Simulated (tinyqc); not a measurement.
## Trap density from two Hall measurements

Inverse problem. p-type body, charge-sheet picture, full ionisation (an idealisation for deep acceptors), Boltzmann statistics for free electrons. e = Ec - EF at the surface. psi = Eg - Vt ln(Nv/Na) - e; N_dep = sqrt(2 eps0 eps_r Na (psi - Vt)/q); n_f = sqrt(N_dep^2 + 2 eps0 eps_r Vt Nc exp(-e/Vt)/q) - N_dep; Vg = Vfb + psi + q (N_dep + n_t + n_f)/Cox, Cox = eps0 eox/tox. Find e and n_t at both points and the mean trap density between them.

Values chosen for this exercise; band and dielectric values close to those of 4H silicon carbide:
- T = 250 K (temperature)
- Eg = 3.23 eV (band gap)
- eps_r = 9.87 (relative permittivity)
- Nc = 1.29e19 cm^-3 (conduction-band density of states at T)
- Nv = 1.86e19 cm^-3 (valence-band density of states at T)
- eox = 3.9 (relative permittivity of the insulator)
- tox = 25 nm (insulator thickness)
- Na = 9e15 cm^-3 (acceptor density)
- Vfb = -2.29 V (flat-band voltage without trapped charge)

Constants: q = 1.602176634e-19 C, kB = 1.380649e-23 J/K, Vt = kB T/q, eps0 = 8.8541878128e-14 F/cm where lengths are in cm. Results are converted to the units shown.

Vg (V): [1.9758029, 3.0908093]
free sheet density from the Hall effect (cm^-2): [1.1695503e10, 2.9778199e11]

Answer. Each n_f fixes e; what the gate voltage holds beyond psi, N_dep and n_f is trapped; the difference quotient is the density, smeared over a few Vt.

e (eV): [0.1180, 0.04300]
n_t (cm^-2): [5.888e11, 1.192e12]
mean trap density = 8.049e12 cm^-2 eV^-1

Computed by the program tinyqc: `OMP_NUM_THREADS=1 python tinyqc.py 2222104 2222105 out.jsonl`, one thread of a shared Intel Xeon 2.30GHz, about 0.02 s for the whole run.
